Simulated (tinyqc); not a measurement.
Vacuum evaporation: vapour pressure, source flux, thickness distribution, purity and step coverage: one step, computed by the program tinyqc.

Molecular flow, unit sticking of the metal, no re-evaporation. The background gas is taken as water vapour (18.015 g/mol, collision diameter 0.37 nm) at 300 K.

Question. Scattering and purity. Mean free path lambda = k_B T_g/(sqrt2 pi d^2 p); unscattered share exp(-h/lambda); gas arrival p/sqrt(2 pi m_g k_B T_g); impurity ratio = sticking x gas arrival/metal arrival; monolayer time = 1e15 cm^-2/(sticking x gas arrival).

Inputs (values chosen for the exercise, modelled on germanium, with constants for the liquid):

| quantity | value | unit |
|---|---|---|
| source temperature T | 1550 | K |
| source-to-wafer distance h | 58 | cm |
| background pressure p | 7e-08 | Pa |
| sticking of background gas | 0.9 | - |

arrival rate at the centre = 5.020568e+13 1/(cm^2 s)

Constants: k_B = 1.380649e-23 J/K; u = 1.6605390666e-27 kg.

Give: mean free path; unscattered share; gas arrival rate; impurity ratio; monolayer time.

Answer.

mean free path = 97283 m

unscattered share = 1.0000

gas arrival rate = 2.509e+11 1/(cm^2 s)

impurity ratio = 0.004497

monolayer time = 4429 s
